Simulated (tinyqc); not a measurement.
X-ray reflectivity of a thin film on silicon: critical angles, Parratt recursion, fringes and roughness: one step, computed by the program tinyqc. Command: `OMP_NUM_THREADS=1 python tinyqc.py 3120274 3120275 out.jsonl xrr walk`. One thread of a shared host (Intel(R) Xeon(R) Processor @ 2.30GHz), about 0.01 s of CPU time with the checks.

n = 1 - delta + i beta; the classical electron radius is r_e = 2.8179403e-6 nm. Layer 0 is vacuum, 1 the film, 2 the substrate.

Problem. Reflectivity at one angle. k_j = (2 pi/lambda) sqrt(sin^2 theta - 2 delta_j + 2 i beta_j); r_ij = (k_i - k_j)/(k_i + k_j) x exp(-2 k_i k_j sigma^2) (Nevot-Croce); r = (r_01 + r_12 p)/(1 + r_01 r_12 p), p = exp(2 i k_1 d); R = |r|^2.

Inputs (values chosen for the exercise, modelled on HfO2 on silicon, copper K-alpha radiation):
```
quantity                              value     unit
wavelength lambda                   0.15406       nm
film thickness d                       25.2       nm
roughness of the surface sigma_1       0.13       nm
roughness of the interface sigma_2     0.64       nm
grazing angle theta                    1.13  degrees
```

Constants:
```
layer      rho_e (1/nm^3)         delta          beta  critical angle (degrees)  q_c (1/nm)
film             2345.172  2.496356e-05  1.747449e-06                 0.4048469   0.5763525
substrate         711.402  7.572626e-06  1.741704e-07                 0.2229774   0.3174375
```

Give: k_0, k_1, k_2; 1000 r_01; 1000 r_12; p; reflectivity R; q = 4 pi sin(theta)/lambda.

Solution.

k_0, k_1, k_2 (1/nm): 0.8043  0.7509+0.0039i  0.7885+0.0004i

1000 r_01 = 33.63-2.53i

1000 r_12 = -15.02+1.48i

p = 0.8139+0.1203i

reflectivity R = 4.607e-04

q = 4 pi sin(theta)/lambda = 1.609 1/nm
